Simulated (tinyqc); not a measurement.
Comparisons within one model: sp3s* tight binding with spin-orbit coupling. A value that a table varies takes the place of the one given here.

sp3s* tight binding, nearest neighbours only: anion (a) at 0, cation (c) at a/4 (1,1,1), orbitals s, px, py, pz, s* on each; k in units of 2 pi/a. With phases e_j = exp(i (pi/2) k.n_j) for n = (1,1,1), (1,-1,-1), (-1,1,-1), (-1,-1,1): g0 = (e1+e2+e3+e4)/4, g1 = (e1+e2-e3-e4)/4, g2 = (e1-e2+e3-e4)/4, g3 = (e1-e2-e3+e4)/4. The diagonal holds the levels Esa, Epa, Exa (s*) and Esc, Epc, Exc. Anion-cation block: <sa|sc> = Vss g0; <sa|xc> = Vsapc g1; <xa|sc> = -Vscpa g1; <xa|xc> = Vxx g0; <xa|yc> = <ya|xc> = Vxy g3, <xa|zc> = <za|xc> = Vxy g2, <ya|zc> = <za|yc> = Vxy g1; <s*a|xc> = Vxapc g1; <xa|s*c> = -Vpaxc g1; y and z take g2 and g3 in place of g1; s-s* and s*-s* vanish.

Spin-orbit coupling acts within the p shell of each atom as (D/3) L.sigma, D = Da or Dc: it puts four states at Ep + D/3 and two at Ep - 2D/3.

Parameters, chosen for this exercise (near a published set for GaAs, fitted to gaps, whose masses and valley positions are rough; spin-orbit coupling, where it is added without a refit, lifts the valence top and shrinks all gaps by about a third of the splitting; the results hold for these values, not for the real material):
- Esa = -8.218 eV (s level of the anion)
- Epa = 1.046 eV (p level of the anion)
- Esc = -2.675 eV (s level of the cation)
- Epc = 3.623 eV (p level of the cation)
- Exa = 8.717 eV (s* level of the anion)
- Exc = 6.772 eV (s* level of the cation)
- Vss = -6.487 eV (s-s)
- Vxx = 1.957 eV (px-px)
- Vxy = 5.03 eV (px-py)
- Vsapc = 4.545 eV (s anion, p cation)
- Vscpa = 5.795 eV (s cation, p anion)
- Vxapc = 4.902 eV (s* anion, p cation)
- Vpaxc = 4.859 eV (p anion, s* cation)
- Da = 0.435 eV (atomic spin-orbit splitting, anion)
- Dc = 0.176 eV (the same, cation)
- eta = 2 (scaling exponent)
- D001 = 0.92 (ratio -ezz/exx)

## What the s* orbital does

The s* couplings Vxapc and Vpaxc are scaled by f; f = 0 is the plain sp3 model. Gaps from the top of the valence band at Gamma; the Delta value is the minimum on (x,0,0), 0.5 <= x <= 1.

Gaps (eV):

| f | Gamma | Delta | L | x of the minimum |
|---|---|---|---|---|
| 0.00 | 1.4910 | 3.9801 | 2.8430 | 0.500 |
| 0.25 | 1.4910 | 3.8555 | 2.7319 | 0.500 |
| 0.50 | 1.4910 | 3.5406 | 2.4398 | 0.500 |
| 0.75 | 1.4910 | 2.9462 | 2.0462 | 0.968 |
| 0.90 | 1.4910 | 2.3352 | 1.7885 | 1.000 |
| 1.00 | 1.4910 | 1.9220 | 1.6132 | 1.000 |
| 1.10 | 1.4910 | 1.5065 | 1.4365 | 1.000 |

The gap at Gamma stays, since g1 to g3 vanish there. From f = 0 to 1 the s* levels lower the Delta value by 2.058 eV and L by 1.230 eV. For f = 0, 0.25 and 0.5 the least value lies at x = 0.5, the end of the range: any valley further out lies above that value until s* has lowered it enough. The lowest of the three is Gamma at both f = 0 and f = 1.

## Hydrostatic strain (sp3s* tight binding with spin-orbit coupling, strained)

Strain e moves each bond vector to d = (1 + e) d0 (no internal displacement for the diagonal strains used here) and k is given in fractions of the strained reciprocal cell, so the phases stay. Two-centre values Vss_sigma = Vss/4, Vsp_sigma = sqrt3 V/4 for each s-p and s*-p pair, Vpp_sigma = (Vxx + 2 Vxy)/4, Vpp_pi = (Vxx - Vxy)/4 are scaled by (d0/d)^eta and combined with the new direction cosines; the levels on the diagonal stay.

exx = eyy = ezz = e. Gaps as measured from the top of the valence band; the deformation potentials are (gap(0.01) - gap(-0.01))/0.06.

Gaps (eV):

| e | Gamma | Delta | L | x of the minimum |
|---|---|---|---|---|
| -0.03 | 1.9721 | 1.9140 | 1.8453 | 1.000 |
| -0.02 | 1.8062 | 1.9160 | 1.7652 | 1.000 |
| -0.01 | 1.6460 | 1.9187 | 1.6879 | 1.000 |
| 0.00 | 1.4910 | 1.9220 | 1.6132 | 1.000 |
| 0.01 | 1.3412 | 1.9257 | 1.5410 | 1.000 |
| 0.02 | 1.1964 | 1.9299 | 1.4713 | 1.000 |
| 0.03 | 1.0562 | 1.9344 | 1.4041 | 1.000 |

gap deformation potentials (eV): Gamma -5.079, Delta 0.116, L -2.448

Per unit of volume strain the gaps move by -5.08 (Gamma), +0.12 (Delta) and -2.45 eV (L). The lowest valley changes from L to Gamma between e = -0.02 and -0.01. These potentials follow from the one exponent eta, which fitted models replace by one for each integral; with it the sizes are rough, the sign for Delta can be wrong (in Si, Ge and the III-V crystals measured values are small and positive), and the pressures at which valleys cross, and which valley takes over, are rough too. A gap of zero, where one is listed, marks an s level that has sunk below the valence top.

## Biaxial strain splits the top of the valence band (sp3s* tight binding, strained)

No spin-orbit coupling; k = 0; exx = eyy = e, ezz = -D001 e. The four bonds keep equal lengths, and the sums over them give Vxx(e) for px and py and Vzz(e) for pz; each level is the lower root of [[Epa, V], [V, Epc]], and the s level the upper root of the s block. The shear potential b follows from E(x,y) - E(z) = 3 b (exx - ezz), taken as the slope between e = -0.005 and 0.005.

Couplings and levels at Gamma (eV):

| e | ezz | Vxx(e) | Vzz(e) | E(x,y) | E(z) | E(x,y) - E(z) (meV) | upper s level |
|---|---|---|---|---|---|---|---|
| -0.020 | 0.0184 | 1.8525 | 2.2495 | 0.0780 | -0.2579 | 335.9 | 1.6927 |
| -0.010 | 0.0092 | 1.9057 | 2.1016 | 0.0341 | -0.1306 | 164.7 | 1.6505 |
| -0.005 | 0.0046 | 1.9316 | 2.0289 | 0.0126 | -0.0689 | 81.5 | 1.6292 |
| 0.005 | -0.0046 | 1.9819 | 1.8860 | -0.0294 | 0.0504 | -79.8 | 1.5862 |
| 0.010 | -0.0092 | 2.0063 | 1.8159 | -0.0499 | 0.1079 | -157.9 | 1.5646 |
| 0.020 | -0.0184 | 2.0536 | 1.6782 | -0.0899 | 0.2187 | -308.6 | 1.5210 |

b = -2.801 eV

Under tension in the plane (e > 0) the bonds tilt towards the plane, Vxx grows to 2.0063 and Vzz falls to 1.8159 eV at e = 0.01, and the pz state forms the top of the valence band, by 157.9 meV; under compression (e = -0.01) the px, py pair does, by 164.7 meV. The slope gives b = -2.80 eV, a rough value, since on-site strain terms are left out (measured values lie near -2 eV).

## What each parameter does

Gaps from the top of the valence band at Gamma; Delta is the minimum on (x,0,0), 0.5 <= x <= 1. Each row changes one parameter from the base and keeps the others.

Results:

| case | Ev (eV) | gap Gamma (eV) | gap Delta (eV) | gap L (eV) |
|---|---|---|---|---|
| base | 0.1167 | 1.4910 | 1.9220 | 1.6132 |
| Vxy = 5.23 eV | 0.1167 | 1.4910 | 1.9220 | 1.5576 |
| Exa = 8.917 eV | 0.1167 | 1.4910 | 1.9832 | 1.6288 |
| Vss = -6.787 eV | 0.1167 | 1.7679 | 1.9220 | 1.6873 |
| Vxapc = 4.602 eV | 0.1167 | 1.4910 | 2.1559 | 1.6780 |
| Epc = 3.423 eV | 0.0688 | 1.5389 | 1.8541 | 1.6159 |
| Esc = -2.975 eV | 0.1167 | 1.2835 | 1.9220 | 1.4952 |

The largest shifts from the base row, up to three for each result and ties (the steps differ in size, so this ranks the rows, not the parameters). Ev (eV): Epc -0.0479; unchanged at the printed digits by Vxy, Exa, Vss, Vxapc and Esc. gap Gamma (eV): Vss +0.2768, Esc -0.2076, Epc +0.0479; unchanged at the printed digits by Vxy, Exa and Vxapc. gap Delta (eV): Vxapc +0.2339, Epc -0.0678, Exa +0.0613; unchanged at the printed digits by Vxy, Vss and Esc. gap L (eV): Esc -0.1179, Vss +0.0742, Vxapc +0.0648. Vxy, Exa and Vxapc cannot move Ev or the gap at Gamma, whose blocks do not hold them; s parameters never move Ev, and move the gap only where the lowest empty level at Gamma is s-like.

tinyqc: `OMP_NUM_THREADS=1 python tinyqc.py 1452045 1452046 out.jsonl`; about 0.2 s, one thread, shared Intel(R) Xeon(R) Processor @ 2.30GHz.
